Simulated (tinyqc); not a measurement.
Inside a calculation. Model: scattering of inversion-layer electrons by surface optical phonons of the gate insulator (remote phonon scattering). Computed by tinyqc, a small Python program that keeps every step. Command: `OMP_NUM_THREADS=1 python tinyqc.py 3110519 3110520 out.jsonl sophonon walk`. One thread of a shared host (Intel(R) Xeon(R) Processor @ 2.30GHz), about 0.02 s of CPU time with the checks. Intermediate numbers are printed to about 7 digits and carried at full precision; extremes and crossings named in words are read from the listed rows.

One subband with the Fang-Howard envelope; insulator and channel are half-spaces, the gate is far away, and an interlayer only moves the polar surface away by t (its own modes and its permittivity contrast are left out).

Inputs (values chosen for the exercise, modelled on Al2O3 on silicon): static constant of the insulator eps_0s = 12.1; intermediate constant eps_i = 7.13; optical constant eps_inf = 3.24; hbar omega_TO1 = 46.9 meV; hbar omega_TO2 = 72.2 meV; constant of the channel eps_s = 11.7; in-plane mass m = 0.188 m_0; valleys g_v = 2; sheet density n = 8.9e+11 1/cm^2; mean distance of the electrons z0 = 3/b = 2.1 nm; interlayer thickness t = 0 nm; temperature T = 400 K; electron energy E = 62 meV; mobility from other processes = 500 cm^2/(V s).

Screening by the channel electrons: static.

Constants: k_B = 8.617333262e-05 eV/K; hbar^2/(2 m_0) = 3.80998212 eV angstrom^2; e^2/(4 pi eps_0) = 14.39964548 eV angstrom; hbar = 6.582119569e-16 eV s; e = 1.602176634e-19 C; m_0 = 9.1093837015e-31 kg.

## Surface modes and strengths

eps(w) = eps_inf + (eps_0s - eps_i) w1^2/(w1^2 - w^2) + (eps_i - eps_inf) w2^2/(w2^2 - w^2). Surface modes solve eps(w) + eps_s = 0, a quadratic in w^2; the strength of a mode is g = 2/(w d eps/dw). Occupation N = 1/(exp(hbar w/(k_B T)) - 1).

hbar omega_SO (meV): 1 51.73277, 2 82.61473

strengths g: 1 0.00728863, 2 0.01762897

occupations N: 1 0.2869086, 2 0.1001249

hbar omega g (2 N + 1) (meV): 1 0.593425, 2 1.748059

The upper mode has the larger hbar omega g N, the prefactor of absorption before the dependence on q: 0.108 and 0.146 meV.

## The electron gas

Density of states D = g_v m/(pi hbar^2); eta = E_F/(k_B T) = ln(exp(n/(D k_B T)) - 1); screening wave number q_s = e^2 D/(2 eps_0 eps_avg) x 1/(1 + exp(-eta)), eps_avg = (eps_s + eps_inf)/2; b = 3/z0.

D = 1.570670e+14 1/(eV cm^2)

eta = -1.722201

q_s = 0.2883769 1/nm

b = 1.428571 1/nm

## Squared matrix elements

For a mode of strength g, without the occupation factor, Area x |M(q)|^2 = e^2 hbar w g/(2 eps_0 q) x (b/(b + q))^6 exp(-2 q t) / (1 + (q_s/q) H(q))^2, H = (1 + 9 x/8 + 3 x^2/8)/(1 + x)^3, x = q/b.

Area x |M|^2 (meV^2 nm^2):
```
q (1/nm)  (b/(b + q))^6  exp(-2 q t)    mode 1    mode 2
0.05          0.8135006            1  1351.209  5219.096
0.10          0.6663422            1  1810.181  6991.894
0.20          0.4555865            1  1706.988  6593.305
0.30          0.3186308            1  1284.137  4960.028
0.50          0.1651952            1   630.074  2433.683
0.80          0.0693829            1   217.649   840.678
1.20          0.0257687            1    62.202   240.257
```

## Rates at the energy E

Approximate momentum relaxation rate, taking tau v alike in the initial and final states: 1/tau = (m/(2 pi hbar^3)) sum over modes and over absorption (N, E' = E + hbar w) and emission (N + 1, E' = E - hbar w > 0) of [(1 - f(E'))/(1 - f(E))] int_0^(2 pi) Area |M(q)|^2 (1 - cos theta) d theta, q^2 = k^2 + k'^2 - 2 k k' cos theta, f the Fermi function; 48 midpoints in theta from 0 to pi.

rates (1/ps): mode 1 absorption 0.127725, mode 1 emission 1.526217, mode 2 absorption 0.134142, mode 2 emission 0.000000

tau at E = 559.2581 fs

## Mobility

mu = (e/m) int tau E f (1 - f) dE/(k_B T int f dE), by 300 midpoints from 0 to (max(eta, 0) + 14) k_B T; Matthiessen sum with the other processes.

remote-phonon mobility = 11335.50 cm^2/(V s)

total mobility = 478.8771 cm^2/(V s)

loss of mobility = 4.224577 %

Caution: a relaxation time is only an approximation for inelastic scattering, and static or no screening brackets the true dynamic screening only roughly.

## What an interlayer buys

The formulas are those given above.

Against the interlayer thickness:
```
t (nm)  remote-phonon mobility (cm^2/(V s))  total (cm^2/(V s))
0.0                                 11335.5            478.8771
0.3                                 18323.9            486.7190
0.6                                 28965.3            491.5154
1.0                                 51481.8            495.1906
1.5                                100092.8            497.5147
2.0                                184486.9            498.6486
3.0                                551752.0            499.5473
```

1 nm of interlayer raises the remote-phonon mobility by a factor 4.54, as exp(2 q t) with an effective q of 0.76 per nm; between 2 and 3 nm the effective q is 0.55. The total goes from 479 to 495 over the first nanometre.

Checks made by the program: sum of strengths against 1/(eps_s + eps_inf) - 1/(eps_s + eps_0s) (relative difference below 1e-10).
